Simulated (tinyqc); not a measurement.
Dopants and charged point defects at anneal temperature: Fermi-level effect, clustering and pairing: one step, computed by the program tinyqc. Command: `OMP_NUM_THREADS=1 python tinyqc.py 3001826 3001827 out.jsonl pairing walk`. One thread of a shared host (Intel(R) Xeon(R) Processor @ 2.30GHz), about 0.01 s of CPU time with the checks.

Boltzmann statistics and full ionisation of active dopants. Energies are counted from the valence band; the defect (a vacancy or self-interstitial) has five charge states, with all degeneracy factors one.

Task: Carrier density and Fermi level. n = A/2 + sqrt(A^2/4 + n_i^2) for an active density A. chi = n/n_i (for acceptors n_i/p); E_F = E_i + k_B T ln chi; field enhancement h = 1 + A/sqrt(A^2 + 4 n_i^2).

Inputs (values chosen for the exercise, with bands modelled on silicon): anneal temperature T = 1030 K.

Dopant: donor. Second part: pairing with a mobile impurity.

active density A = 1.00e+19 cm^-3

n_i = 1.053517e+18 cm^-3

E_i = 0.4164280 eV

k_B T = 0.08875853 eV

Give: n; chi; E_F; field enhancement h.

Result:

n = 1.0110e+19 cm^-3

chi = 9.5962

E_F = 0.61714 eV

field enhancement h = 1.9785

The doping is 9.49 n_i: extrinsic conditions.
